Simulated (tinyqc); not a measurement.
Inside a calculation. Model: polytypes and stacking faults of a tetrahedral semiconductor in an axial Ising model with couplings up to third neighbours. Computed by tinyqc, a small Python program that keeps every step. Command: `OMP_NUM_THREADS=1 python tinyqc.py 3022544 3022545 out.jsonl polytype walk`. One thread of a shared host (Intel(R) Xeon(R) Processor @ 2.30GHz), about 0.01 s of CPU time with the checks. Intermediate numbers are printed to about 6 digits and carried at full precision; extremes and crossings named in words are read from the listed rows.

Each double layer has s = +1 or -1 for the sense of its stacking step; E per pair of atoms = E0 - sum_n J_n <s_i s_(i+n)>, n = 1, 2, 3. Hexagonality h = (1 - <s_i s_(i+1)>)/2.

Inputs (values chosen for the exercise, of the order of those of GaN for J, a, G and the gaps):

| quantity | value | unit |
|---|---|---|
| J1 | -4.94 | meV/pair |
| J2 | -0.448 | meV/pair |
| J3 | 0.054 | meV/pair |
| basal lattice constant a | 3.19 | angstrom |
| shear modulus G | 118 | GPa |
| Poisson ratio nu | 0.19 | - |
| gap of 3C | 3.3 | eV |
| gap of 4H | 3.4 | eV |
| binding energy of the fault level E_b | 0.12 | eV |
| in-plane mass m | 0.25 | m0 |
| effective density of states N_c at 300 K | 2.7e+19 | 1/cm^3 |
| electron density n | 3.1e+15 | 1/cm^3 |
| temperature T | 1150 | K |

Host polytype: 2H.

Constants: 1 eV/angstrom^2 = 16.02176634 J/m^2; m_0 = 9.1093837015e-31 kg; hbar = 1.054571817e-34 J s; k_B = 1.380649e-23 J/K; k_B = 8.617333262e-05 eV/K.

## Energies of the polytypes

correlations of the repeat units 3C (+), 2H (+-), 4H (++--), 6H (+++---), 15R (+++--), 8H (++++----), 21R (++++---), 9R (++-):
```
        n = 1     n = 2     n = 3
3C    1.00000   1.00000   1.00000
2H   -1.00000   1.00000  -1.00000
4H    0.00000  -1.00000   0.00000
6H    0.33333  -0.33333  -1.00000
15R   0.20000  -0.60000  -0.60000
8H    0.50000   0.00000  -0.50000
21R   0.42857  -0.14286  -0.71429
9R   -0.33333  -0.33333   1.00000
```

E - E(3C) = sum_n J_n (1 - C_n), C_n = <s_i s_(i+n)>. The gap is taken linear in h between 3C (h = 0) and 4H (h = 1/2), a rough rule, with a dash beyond.

Polytypes:

| polytype | h | E - E(3C) (meV/pair) | gap by the linear rule (eV) |
|---|---|---|---|
| 3C | 0.00000 | 0.00000 | 3.30000 |
| 2H | 1.00000 | -9.77200 | - |
| 4H | 0.50000 | -5.78200 | 3.40000 |
| 6H | 0.33333 | -3.78267 | 3.36667 |
| 15R | 0.40000 | -4.58240 | 3.38000 |
| 8H | 0.25000 | -2.83700 | 3.35000 |
| 21R | 0.28571 | -3.24229 | 3.35714 |
| 9R | 0.66667 | -7.18400 | - |

E(2H) - E(3C) = -9.772 meV/pair

E(4H) - E(3C) = -5.782 meV/pair

E(6H) - E(3C) = -3.78267 meV/pair

The lowest is 2H, 2.588 meV/pair below 9R. J1/|J2| = -11.03: for J3 = 0 and J2 < 0 the ground state is 2H below -2, 4H between -2 and 2, and 3C above 2; at 2 itself all periods with bands of two or more layers are degenerate.

## Back from three energies to J1, J2, J3

With d2, d4, d6 the energies of 2H, 4H, 6H over 3C: d2 = 2 J1 + 2 J3, d4 = J1 + 2 J2 + J3, d6 = (2/3) J1 + (4/3) J2 + 2 J3, so J2 = (d4 - d2/2)/2, J3 = (3/4)(d6 - (2/3) d4), J1 = d2/2 - J3.

J1 recovered = -4.94 meV/pair

J2 recovered = -0.448 meV/pair

J3 recovered = 0.0540000 meV/pair

## Stacking-fault energies

fault coefficients k_n:
```
    J1  J2  J3
I1  -2   4  -6
I2  -4   4  -4
E   -6   4  -6
```

Faults in 2H: the sequences I1 (+), I2 (++), E (+++) are put between perfect repeats; k_n = (layers x C_n of the host) - sum_i s_i s_(i+n). gamma = sum k_n J_n/A, A = (sqrt 3/2) a^2; 1 meV/angstrom^2 = 16.02177 mJ/m^2.

gamma (mJ/m^2): I1 14.1151, I2 32.2735, E 50.0392

energy of the glide fault, I2 = 32.2735 mJ/m^2

The cheapest is the I1 fault.

## Splitting of a basal screw dislocation

Screw line, bounded by the I2 fault of energy gamma: b = a, partials b_p = a/sqrt 3; d = G b_p^2 (2 - 3 nu)/(8 pi gamma (1 - nu)). One partial is driven off by the shear stress gamma/b_p along its Burgers vector.

splitting width d = 8.71179 nm

stress to open the fault = 175.233 MPa

## Electronic energy gained by the fault

The fault binds electrons in a two-dimensional band E_b below the conduction edge, g2 = m m0/(pi hbar^2) for one valley. With the Fermi level held by the bulk, eta = ln[n/N_c(T)], N_c(T) = N_c (T/300)^1.5, the grand potential falls by g2 (k_B T)^2 F1(x), x = eta + E_b/(k_B T), F1(x) = integral from 0 to infinity of ln(1 + exp(x - t)) dt; sheet density g2 k_B T ln(1 + e^x). Band bending by the trapped charge is left out, so the gain is an upper bound. Net fault energy = gamma of the I2 fault less the electronic gain.

x = -9.87689

sheet density = 5.31398e+08 1/cm^2

electronic gain = 8.43736e-05 mJ/m^2

net fault energy = 32.2734 mJ/m^2

The gain offsets 2.6e-4 % of the fault energy.

## Gain against electron density

The formulas are those given above.

At T:

| n (1/cm^3) | x | sheet density (1/cm^2) | gain (mJ/m^2) | gain/gamma | gain/gamma at T + 200 K |
|---|---|---|---|---|---|
| 1.00e+14 | -13.3109 | 1.71423e+07 | 2.72176e-06 | 8.43343e-08 | 7.63683e-08 |
| 1.00e+15 | -11.0083 | 1.71422e+08 | 2.72175e-05 | 8.43340e-07 | 7.63681e-07 |
| 1.00e+16 | -8.7057 | 1.71409e+09 | 2.72165e-04 | 8.43309e-06 | 7.63662e-06 |
| 1.00e+17 | -6.4031 | 1.71281e+10 | 2.72064e-03 | 8.42995e-05 | 7.63475e-05 |
| 1.00e+18 | -4.1005 | 1.70019e+11 | 2.71057e-02 | 8.39877e-04 | 7.61615e-04 |
| 5.00e+18 | -2.4911 | 8.23468e+11 | 1.33370e-01 | 4.13248e-03 | 3.76768e-03 |
| 2.00e+19 | -1.1048 | 2.96131e+12 | 5.04884e-01 | 1.56439e-02 | 1.45142e-02 |

For x well below 0 the gain is k_B T times the sheet density and linear in n; for x well above 0 the well fills and the gain grows only about as x^2. It stays below the fault energy in all rows; 200 K more changes it by a factor 0.91 at 1e16.

Checks made by the program: the recovered constants (relative difference below 1e-10).
